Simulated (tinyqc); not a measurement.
Equilibrium and kinetic segregation of a solute to boundaries and growing surfaces. Changing the total solute fraction x0. Computed by tinyqc, a small Python program. Command: `OMP_NUM_THREADS=1 python tinyqc.py 3000456 3000457 out.jsonl segreg sweep`. One thread of a shared host (Intel(R) Xeon(R) Processor @ 2.30GHz), about 0.01 s of CPU time with the checks.

Inputs (values chosen for the exercise, modelled on phosphorus in polycrystalline silicon):
```
quantity                             value        unit
segregation energy Q                 0.428          eV
interaction z w (positive attracts)   0.36          eV
temperature T                         1325           K
grain size d                           740          nm
boundary thickness delta               0.4          nm
atomic volume Omega                  20.02  angstrom^3
clean boundary energy gamma_0         0.89       J/m^2
mixing                                 0.5           -
```

Isotherm: Fowler-Guggenheim.

Constants: k_B = 8.617333262e-05 eV/K; 1 eV/angstrom^2 = 16.02176634 J/m^2.

Method:
- With theta the solute fraction on boundary sites and x that in the grains, theta/(1 - theta) = [x/(1 - x)] exp[(Q + z w theta)/(k_B T)].
- The coverage theta_inf is that for x = x0. Start at theta = 0; theta(new) = theta + mixing (theta(out) - theta); stop below 1e-10, 80 steps at most.
- Finite grains: boundary sites are the fraction f = 3 delta/d, and x0 = (1 - f) x + f theta; solve both equations for theta; share at boundaries = f theta/x0.
- Gibbs adsorption for this isotherm in a dilute matrix: gamma = gamma_0 + Gam_0 [k_B T ln(1 - theta) + z w theta^2/2], Gam_0 = delta/Omega sites per area.

One run for each value; columns: (1) total solute fraction x0; (2) coverage theta_inf; (3) coverage theta; (4) fraction x left in the grains; (5) boundary energy gamma (J/m^2):
```
(1)              (2)         (3)         (4)      (5)
1.00e-05  4.2496e-04  3.9814e-04  9.3696e-06  0.88985
2.90e-05  1.2345e-03  1.1564e-03  2.7169e-05  0.88958
8.40e-05  3.5943e-03  3.3646e-03  7.8671e-05  0.88877
2.40e-04  1.0423e-02  9.7383e-03  2.2457e-04  0.88648
7.10e-04  3.2322e-02  3.0007e-02  6.6241e-04  0.87938
2.10e-03  1.1322e-01  1.0211e-01  1.9376e-03  0.85664
1.70e-02  9.3293e-01  9.2526e-01  1.5525e-02  0.43526
5.00e-02  9.8004e-01  9.7936e-01  4.8490e-02  0.02432
```

Over the rows, coverage theta_inf rises from 4.25e-4 to 0.980 (exponent d ln y / d ln x 1.0 between the first rows and 0.046 between the last); coverage theta rises from 3.98e-4 to 0.979 (exponent d ln y / d ln x 1.0 between the first rows and 0.053 between the last); fraction x left in the grains rises from 9.37e-6 to 0.0485 (exponent d ln y / d ln x 1.00 between the first rows and 1.1 between the last). At the low end the exponent of coverage theta_inf is 1.00, close to 1: Henry's-law regime. The exponent of fraction x left in the grains stays between 0.99 and 1.06, near 1: x in the grains is proportional to x0.  Left out: 0.00590 (the iteration converges too slowly).

Caution (rows 0.0170, 0.0500): so much solute in the grains may exceed the solubility and is no longer dilute. Caution (rows 0.0170, 0.0500): near saturation a single segregation energy is a poor picture. Caution (rows 0.0500): gamma nears or passes zero; a compound usually precipitates before that.

Extremes, crossings and ranges named in words are read from the listed rows.
